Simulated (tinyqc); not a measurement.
From results back to parameters: quantum-confined Stark effect in a modulator well. Two cases, with inputs chosen for the exercise.

Problem. The shift of E_e + E_h was computed from a hidden field.

Envelopes on cells of 0.5 angstrom over the well |z| < L/2 and 45 angstrom of barrier on each side, psi = 0 beyond, psi'/m continuous (mean mass between points), c = hbar^2/2m0. The electron sees + e F z and the hole - e F z, each with its offset in the barriers; 1 kV/cm = 1e-5 eV/angstrom. Light holes, band mixing and escape by tunnelling are left out.

Constants: hbar^2/2m0 = 3.80998211 eV angstrom^2.

Case 1.

Values chosen (near those of an InGaAs well in InAlAs; shifted at random, so the results belong to these values and not to a real crystal):
- L = 138 angstrom (well width)
- Vc = 0.516 eV (conduction offset)
- Vv = 0.201 eV (heavy-hole offset)
- me = 0.0433 m0 (electron, well)
- meb = 0.0724 m0 (electron, barrier)
- mh = 0.371 m0 (heavy hole along z, well)
- mhb = 0.414 m0 (heavy hole, barrier)

shift = -29.156 meV

Case 2.

Values chosen (near those of a Ge well in SiGe, direct gap; shifted at random, so the results belong to these values and not to a real crystal):
- L = 98 angstrom (well width)
- Vc = 0.385 eV (conduction offset)
- Vv = 0.111 eV (heavy-hole offset)
- me = 0.0433 m0 (electron, well)
- meb = 0.0561 m0 (electron, barrier)
- mh = 0.214 m0 (heavy hole along z, well)
- mhb = 0.219 m0 (heavy hole, barrier)

shift = -3.576 meV

Find: F; local exponent d ln(shift)/d ln F.

Solution. The shift grows steadily in size with F, so bisection finds one value; its slope is -e times the separation of the carriers.

Case 1.

F = 81.0 kV/cm
local exponent d ln(shift)/d ln F = 1.58

Case 2.

F = 43.0 kV/cm
local exponent d ln(shift)/d ln F = 1.95

Computed by tinyqc, one run a case: `OMP_NUM_THREADS=1 python tinyqc.py N N+1 out.jsonl` with N = 1250541, 1250611; one thread of a shared Intel(R) Xeon(R) Processor @ 2.30GHz, about 0.2 s a run at most.
